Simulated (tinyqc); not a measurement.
# Worked calculation: isotype n-N heterojunction, non-linear Poisson equation by Newton steps, Fermi-Dirac statistics

Computed by the program tinyqc: `OMP_NUM_THREADS=1 python tinyqc.py 2040127 2040128 out.jsonl`, one thread of a shared Intel Xeon 2.30GHz, about 0.2 s for the whole run. Printed values are rounded; ~0 in a residual or rate marks an entry under 1e-11 of the largest of its column.

One dimension, material 1 (n-type) at x < 0 and material 2 (n-type) at x > 0. Band edges: Ec = -psi in material 1 and -psi + dEc in material 2, Ev = Ec - Eg. Equilibrium, Fermi level at 0. n = Nc F((EFn - Ec)/Vt), p = Nv F((Ev - EFp)/Vt), with F(eta) = F_1/2(eta) = (2/sqrt(pi)) int_0^infinity sqrt(u) du/(1 + exp(u - eta)) (Fermi-Dirac statistics); full ionisation, no interface charge, classical densities; the doping types are chosen for the exercise. The polarisation charge of real nitride interfaces, of order 1e13 cm^-2, is left out.

Inputs (values chosen for the exercise); band and dielectric values close to those of AlGaN and GaN:

| symbol | value | unit | meaning |
|---|---|---|---|
| T | 350 | K | temperature |
| Eg1 | 3.95 | eV | band gap of material 1 |
| er1 | 9.17 |  | relative permittivity of material 1 |
| Nc1 | 3.74e18 | cm^-3 | conduction-band density of states of material 1 |
| Nv1 | 7.67e19 | cm^-3 | valence-band density of states of material 1 |
| Eg2 | 3.47 | eV | band gap of material 2 |
| er2 | 9.61 |  | relative permittivity of material 2 |
| Nc2 | 2.85e18 | cm^-3 | conduction-band density of states of material 2 |
| Nv2 | 5.9e19 | cm^-3 | valence-band density of states of material 2 |
| dEc | -0.38 | eV | conduction-band offset Ec2 - Ec1 |
| N1 | 6.7e17 | cm^-3 | donor density of material 1 |
| N2 | 7.3e17 | cm^-3 | donor density of material 2 |
| V | 0 | V | bias of side 1 against side 2 |

Constants: q = 1.602176634e-19 C, kB = 1.380649e-23 J/K, Vt = kB T/q, eps0 = 8.8541878128e-14 F/cm where lengths are in cm. Results are converted to the units shown.

## Offsets and end potentials

dEv = Ev1 - Ev2 = Eg2 - Eg1 - dEc. Neutrality of the majority carriers far from the junction: Nc1 F(psi_L/Vt) = N1 and Nc2 F((V + psi_R - dEc)/Vt) = N2. Total bending psi_R - psi_L.

dEv = -0.1 eV
psi_L = -0.0499576 V
psi_R = -0.418358 V
psi_R - psi_L = -0.368400 V

The alignment is straddling (type I): dEc and dEv have the same sign.

## Permittivity of the intervals

x, node 0 to 11 (nm): [-64.6, -45, -30.4, -19.7, -11.8, -5.93, -1.6, 1.6, 6.73, 14.9, 28.1, 49.2]

er1 or er2; the interface lies midway in its interval, which gets the series value 2 er1 er2/(er1 + er2).

eps_r, interval 0 to 10: [9.17, 9.17, 9.17, 9.17, 9.17, 9.17, 9.38485, 9.61, 9.61, 9.61, 9.61]

## Couplings between neighbouring nodes

a_i = eps0 eps_r/h_i for the interval from node i to i + 1, with h_i = x_(i+1) - x_i in cm.

coupling a_i, interval 0 to 10 (F/cm^2): [4.14250e-7, 5.56116e-7, 7.58812e-7, 1.02776e-6, 1.38318e-6, 1.87512e-6, 2.59672e-6, 1.65865e-6, 1.04148e-6, 6.44612e-7, 4.03264e-7]

## Starting potential

material, node 0 to 11: [1, 1, 1, 1, 1, 1, 1, 2, 2, 2, 2, 2]

psi_L on the nodes of material 1 and psi_R on those of material 2.

psi at the start, node 0 to 11 (V): [-0.049958, -0.049958, -0.049958, -0.049958, -0.049958, -0.049958, -0.049958, -0.418358, -0.418358, -0.418358, -0.418358, -0.418358]

## Iteration 1: densities, residual and Jacobian diagonal

n_i = Nc F(a_n), a_n = (V - Ec_i)/Vt; p_i = Nv F(a_p), a_p = (Ec_i - Eg)/Vt; rho_i = p_i - n_i + C_i with C = +N1 or +N2; g_i = (Nc F'(a_n) + Nv F'(a_p))/Vt with F' = F_-1/2(eta) = (1/sqrt(pi)) int_0^infinity u^(-1/2) du/(1 + exp(u - eta)). Box widths w_i = (h_(i-1) + h_i)/2 in cm. Residual F_i = a_i (psi_(i+1) - psi_i) - a_(i-1) (psi_i - psi_(i-1)) + q rho_i w_i; Jacobian: a_(i-1) and a_i beside the diagonal, b_i = -a_(i-1) - a_i - q g_i w_i on it. The two end nodes are fixed.

n, node 0 to 11 (cm^-3): [6.7e17, 6.7e17, 6.7e17, 6.7e17, 6.7e17, 6.7e17, 6.7e17, 7.3e17, 7.3e17, 7.3e17, 7.3e17, 7.3e17]
p, node 0 to 11 (cm^-3): [5.32914e-37, 5.32914e-37, 5.32914e-37, 5.32914e-37, 5.32914e-37, 5.32914e-37, 5.32914e-37, 2.27711e-30, 2.27711e-30, 2.27711e-30, 2.27711e-30, 2.27711e-30]
residual F, node 1 to 10 (C/cm^2): [0, 0, 0, 0, 0, -9.56635e-7, 9.56635e-7, ~0, ~0, ~0]
diagonal b, node 1 to 10 (F/cm^2): [-6.69566e-6, -5.55031e-6, -4.90033e-6, -4.71613e-6, -4.96585e-6, -5.73242e-6, -5.73726e-6, -5.06616e-6, -5.48775e-6, -7.14975e-6]

## Iteration 1: Newton step

Solve the tridiagonal system a_(i-1) d_(i-1) + b_i d_i + a_i d_(i+1) = -F_i for nodes 1 to 10, with d = 0 on fixed nodes. Half of the step is added while the largest |d| exceeds 1.5 Vt, the full step after that.

Newton step d, before damping, node 1 to 10 (V): [-0.000041, -0.000489, -0.003549, -0.016562, -0.053834, -0.130349, 0.119521, 0.040737, 0.007814, 0.000704]
psi after iteration 1, node 0 to 11 (V): [-0.049958, -0.049978, -0.050202, -0.051732, -0.058239, -0.076874, -0.115132, -0.358598, -0.397989, -0.414451, -0.418006, -0.418358]

## Iteration 2: densities, residual and Jacobian diagonal

As before.

n, node 0 to 11 (cm^-3): [6.7e17, 6.69575e17, 6.64905e17, 6.33865e17, 5.16541e17, 2.84614e17, 8.16002e16, 3.69393e18, 1.33201e18, 8.21639e17, 7.37861e17, 7.3e17]
p, node 0 to 11 (cm^-3): [5.32914e-37, 5.33273e-37, 5.37255e-37, 5.65213e-37, 7.01294e-37, 1.30089e-36, 4.62519e-36, 3.13957e-31, 1.15901e-30, 2.00044e-30, 2.25067e-30, 2.27711e-30]
residual F, node 1 to 10 (C/cm^2): [-3.46890e-14, -3.71286e-12, -1.41749e-10, -2.16143e-9, -1.44713e-8, -5.24981e-7, 3.69091e-7, -1.59482e-8, -8.34875e-10, -1.06011e-11]
diagonal b, node 1 to 10 (F/cm^2): [-6.69225e-6, -5.51999e-6, -4.74180e-6, -4.21251e-6, -4.00922e-6, -4.63380e-6, -9.92098e-6, -6.74564e-6, -5.92147e-6, -7.21002e-6]

## Iteration 2: Newton step

As before.

Newton step d, before damping, node 1 to 10 (V): [-0.000075, -0.000907, -0.006535, -0.029346, -0.082954, -0.148000, -0.002031, -0.002967, -0.000669, -0.000061]
psi after iteration 2, node 0 to 11 (V): [-0.049958, -0.050016, -0.050656, -0.055000, -0.072912, -0.118351, -0.189132, -0.359613, -0.399473, -0.414786, -0.418037, -0.418358]

## Course of the Newton iteration

Stop when the largest undamped |d| is below 1e-9 V, or after 80 iterations.

Course of the iteration:
```
iteration  largest |F| (C/cm^2)  largest |d| (V)  at node
1                       9.57e-7            0.130        6
2                       5.25e-7            0.148        6
3                       2.70e-7           0.0923        6
4                       1.35e-7           0.0503        6
5                       6.77e-8           0.0262        6
6                       1.33e-9          1.01e-3        4
7                      5.27e-12          4.31e-6        4
8                      2.16e-16         9.81e-11        4
```

Converged in 8 iterations. Once the step is below 0.1 Vt, 2 more iteration(s) reach the threshold: near the solution the error is roughly squared each time.

## Band edges, densities and displacement

converged psi, node 0 to 11 (V): [-0.049958, -0.050145, -0.052206, -0.065861, -0.114303, -0.197042, -0.287034, -0.367576, -0.402891, -0.415475, -0.418099, -0.418358]

Ec, Ev, n and p as defined; D = a_k (psi_(k+1) - psi_k) on the interval that holds the interface.

Ec, node 0 to 11 (eV): [0.049958, 0.050145, 0.052206, 0.065861, 0.114303, 0.197042, 0.287034, -0.012424, 0.022891, 0.035475, 0.038099, 0.038358]
Ev, node 0 to 11 (eV): [-3.90004, -3.89986, -3.89779, -3.88414, -3.83570, -3.75296, -3.66297, -3.48242, -3.44711, -3.43453, -3.43190, -3.43164]
n, node 0 to 11 (cm^-3): [6.7e17, 6.66099e17, 6.24532e17, 4.05409e17, 8.38573e16, 5.43709e15, 2.75267e14, 2.98636e18, 1.15678e18, 7.96670e17, 7.35776e17, 7.3e17]
p, node 0 to 11 (cm^-3): [5.32914e-37, 5.36232e-37, 5.74163e-37, 9.02939e-37, 4.49974e-36, 6.99167e-35, 1.38167e-33, 4.22814e-31, 1.36355e-30, 2.06949e-30, 2.25762e-30, 2.27711e-30]
D = -209.145 nC/cm^2

## Check against the first integral

Exact first integral: on each side D^2/(2 eps0 er) = G, G = q [Vt (nI_j - nI_b) + Vt (pI_j - pI_b) - C (psi_j - psi_b)], with C = +N1 or +N2, b the neutral end of that side, and nI, pI the densities with F_1/2 replaced by F_3/2(eta) = (4/(3 sqrt(pi))) int_0^infinity u^(3/2) du/(1 + exp(u - eta)). D is continuous, so er1 G1(psi_j) = er2 G2(psi_j) fixes psi_j. Ends from Nc1 F(psi_L/Vt) = N1 and Nc2 F((V + psi_R - dEc)/Vt) = N2. D is counted positive when psi rises towards material 2.

psi_j = -0.335670 V
D = -210.667 nC/cm^2
psi_j - psi_L = -0.285712 V
psi_R - psi_j = -0.0826884 V
Ec1 - EFn at the interface = 0.335670 eV
Ec2 - EFn at the interface = -0.0443303 eV

Material 1 takes 77.6 % of the bending. The 12-node mesh gave D = -209.1 nC/cm^2, 0.72 % below the exact value in size.
